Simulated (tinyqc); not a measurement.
## Depth and level of a trap from the time ratio

Problem. For an oxide trap tc/te = exp(E/Vt) with E = E0 - dpsi - (xt/tox)(Vg - VT - dpsi), dpsi being the rise of the surface potential above its value at threshold. Find xt and E0, and the depth that would be read if dpsi were ignored.

Values chosen for this exercise:
```
symbol  value  unit              meaning
T         350     K          temperature
tox       1.5    nm  insulator thickness
```

Constants: q = 1.602176634e-19 C, kB = 1.380649e-23 J/K, Vt = kB T/q. Results are converted to the units shown.

Vg - VT (V): 0.67  0.82
tc/te: 1.3257869  0.54605334
dpsi (V): 0.10197036  0.10866089

Answer. E + dpsi is a straight line in the oxide voltage Vg - VT - dpsi with slope -xt/tox and intercept E0. Ignoring dpsi assigns the motion of the bands to the trap and overstates its depth.

xt = 0.2100 nm
E0 = 0.1900 eV
depth read without dpsi = 0.2675 nm

tinyqc, about 0.01 s, one thread, Intel Xeon 2.30GHz (shared host): `OMP_NUM_THREADS=1 python tinyqc.py 2710080 2710081 out.jsonl`
